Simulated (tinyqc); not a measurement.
# Space-charge-limited current through a thin insulating or semi-insulating film with traps, step by step

A worked calculation. Computed by tinyqc, a small Python program that keeps every step. Command: `OMP_NUM_THREADS=1 python tinyqc.py 3011643 3011644 out.jsonl sclc walk`. One thread of a shared host (Intel(R) Xeon(R) Processor @ 2.30GHz), about 0.01 s of CPU time with the checks. Intermediate numbers are printed to about 6 digits and carried at full precision; extremes and crossings named in words are read from the listed rows.

One ohmic injecting contact at x = 0 (field zero), drift only, non-degenerate free carriers.

Inputs (values chosen for the exercise, modelled on an amorphous oxide semiconductor): permittivity eps = 10; band mobility mu = 6.6 cm^2/(V s); effective density of states N_c = 4.6e+18 1/cm^3; trap density N_t = 2.5e+15 1/cm^3; equilibrium Fermi level below the band edge, E_0 = 0.82 eV; thickness d = 710 nm; free density at the anode, in units of N_c = 1.1e-08; temperature T = 400 K; trap level E_t below the band edge = 0.38 eV.

Traps: single level.

Constants: k_B = 8.617333262e-05 eV/K; e = 1.602176634e-19 C; eps_0 = 8.8541878128e-12 F/m.

## Equilibrium and landmark voltages

Free density n_0 = N_c exp(-E_0/k_B T) in equilibrium; trapped density n_t(n) = N_t/(1 + n_1/n), n_1 = N_c exp(-E_t/k_B T). theta = n/(n + n_t) at the anode density; trap-filled-limit voltage V_TFL = e (N_t - n_t(n_0)) d^2/(2 eps eps_0).

n_0 = 2.14394e+08 1/cm^3

n_t(n_0) = 7.14797e+09 1/cm^3

theta = 0.0291393

V_TFL = 1.14022 V

## One point of the curve

J = e mu n F and (eps eps_0/e) dF/dx = n - n_0 + n_t(n) - n_t(n_0) = rho(n). With F = J/(e mu n): d = (eps eps_0 J/(e^2 mu)) I_1 and V = (eps eps_0 J^2/(e^3 mu^2)) I_2, I_k = int_(n_L)^infinity dn/(n^(k+1) rho(n)), n_L the density at the anode; with u = n_L/n, 200 Gauss-Legendre points in t, u = 1 - (1 - t)^2. Anode field J/(e mu n_L); Mott-Gurney current (9/8) eps eps_0 mu V^2/d^3; ohmic current e n_0 mu V/d.

I_1 = 5.71033e-24 cm^6

I_2 = 7.52370e-35 cm^9

current density J = 2.37910e-06 A/cm^2

voltage V = 0.00210469 V

anode field over mean field V/d = 1.49996

trap-free Mott-Gurney current = 8.13663e-05 A/cm^2

ohmic current = 6.72041e-09 A/cm^2

J is 0.0292 times the trap-free law and 354 times the ohmic current; theta is 0.0291. The field ratio is 1 for ohmic flow, 3/2 for the square law and 2 for a uniform fixed charge; here 1.50. Caution: V is below 10 k_B T/e, where diffusion from the contact, left out here, dominates.

## The whole curve

The last column is d ln J/d ln V up to the next row.

Current against voltage:
```
n_L (1/cm^3)        V (V)   J (A/cm^2)    slope
2.30e+08      2.87575e-06  1.21960e-11  1.67343
1.30e+09      4.89623e-05  1.40084e-09  1.96085
8.00e+09      3.28803e-04  5.86344e-08  1.99459
4.80e+10      1.99644e-03  2.14071e-06  2.00403
2.80e+11      1.15844e-02  7.25887e-05  2.02990
1.70e+12      6.73110e-02  2.58315e-03  2.16852
1.00e+13      3.17106e-01  7.44430e-02  2.78299
6.00e+13      9.07738e-01  1.38985e+00  3.79480
3.60e+14      1.72641e+00  1.59372e+01  2.92933
2.10e+15      4.14200e+00  2.06895e+02  2.22960
1.30e+16      1.75427e+01  5.16959e+03  2.04372
7.50e+16      9.29834e+01  1.56221e+05        -
```

The slope starts at 1.67, peaks at 3.8 between 0.908 and 1.73 V and ends at 2.04. Rows below 0.34 V (10 k_B T/e) are formal, since diffusion from the contact rules there. Self-heating is left out, although J V exceeds 1e5 W/cm^2 at the last row. No slope between rows exceeds 4, so the step at the trap-filled limit is weak or is smeared by the row spacing.

Checks made by the program: trap-free limit against the Mott-Gurney law (relative difference 5e-08).
